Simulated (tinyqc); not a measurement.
Rapid thermal processing of a wafer: radiative balance, ramp and cooling, pattern effects, pyrometer error and spike budget: one step, computed by the program tinyqc.

The wafer is opaque and uniform through its thickness unless said otherwise; temperatures in formulas are in kelvin (C + 273.15). sigma = 5.670374419e-12 W/(cm^2 K^4).

Problem. Pattern effect. At steady state a sinusoidal change of absorbed power of relative amplitude a and period p gives the temperature amplitude a q/(dq/dT + k d (2 pi/p)^2); healing length l = sqrt(k d/(dq/dT)); process change = E_a dT/(k_B T^2). Emissivity is taken as unchanged.

Inputs (values chosen for the exercise, modelled on a hot silicon wafer): wafer thickness d = 775 micrometre; thermal conductivity k = 0.25 W/(cm K); wall temperature T_w = 300 K; process temperature = 681 C; relative change of absorptivity over a pattern = 12 %; period of the pattern = 33 mm; activation energy of the process E_a = 2.7 eV.

dq/dT = 22.40252 mW/(cm^2 K)

holding power q = 6.420064 W/cm^2

Constants: k_B = 8.617333262e-05 eV/K.

Give: healing length l; amplitude without lateral conduction; amplitude; change of the process rate.

Solution.

healing length l = 9.300 mm

amplitude without lateral conduction = 34.39 K

amplitude = 8.316 K

change of the process rate = 28.62 %

Lateral conduction cuts the amplitude to 24 %, since p/(2 pi l) = 0.56.
